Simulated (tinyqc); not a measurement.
Pinning of the barrier by interface states.

Cowley-Sze model with the space charge neglected: phiB = S (phiM - chi) + (1 - S)(Eg - phi0), S = 1/(1 + q Dit dl/(eps0 ei)), dl in cm.

Parameters, values chosen for the exercise; band and dielectric values close to those of cadmium telluride:
```
symbol,value,unit,meaning
Eg,1.5,eV,band gap
chi,4.33,eV,electron affinity
dl,0.4,nm,thickness of the interfacial layer
ei,1,,relative permittivity of the interfacial layer
phi0,0.52,eV,neutral level above the valence band
phiM,5.51,eV,metal work function
```

Constants: q = 1.602176634e-19 C, eps0 = 8.8541878128e-14 F/cm where lengths are in cm. Results are converted to the units shown.

Results:

| Dit (cm^-2 eV^-1) | S | phiB (eV) | change of phiB for 0.5 eV more work function (eV) |
|---|---|---|---|
| 1e11 | 0.9928 | 1.179 | 0.4964 |
| 1e12 | 0.9325 | 1.167 | 0.4663 |
| 3e12 | 0.8216 | 1.144 | 0.4108 |
| 1e13 | 0.5801 | 1.096 | 0.2901 |
| 3e13 | 0.3153 | 1.043 | 0.1577 |
| 1e14 | 0.1214 | 1.004 | 0.06069 |
| 3e14 | 0.04403 | 0.9888 | 0.02201 |
| 1e15 | 0.01363 | 0.9827 | 0.006814 |

Estimate the missing row, Dit = 3e11 cm^-2 eV^-1.

Computed row:

| Dit (cm^-2 eV^-1) | S | phiB (eV) | change of phiB for 0.5 eV more work function (eV) |
|---|---|---|---|
| 3e11 | 0.9787 | 1.176 | 0.4894 |

With this row back in the table: S falls from 0.993 to 0.0136, passing 1/2 at Dit = eps0 ei/(q dl) = 1.38e13 cm^-2 eV^-1. The barrier falls from 1.18 to 0.983 eV, from near the Schottky-Mott value phiM - chi = 1.18 eV towards the pinned value Eg - phi0 = 0.980 eV.

Computed by the program tinyqc: `OMP_NUM_THREADS=1 python tinyqc.py 2020007 2020008 out.jsonl`, one thread of a shared Intel Xeon 2.30GHz, about 0.05 s for the whole run.
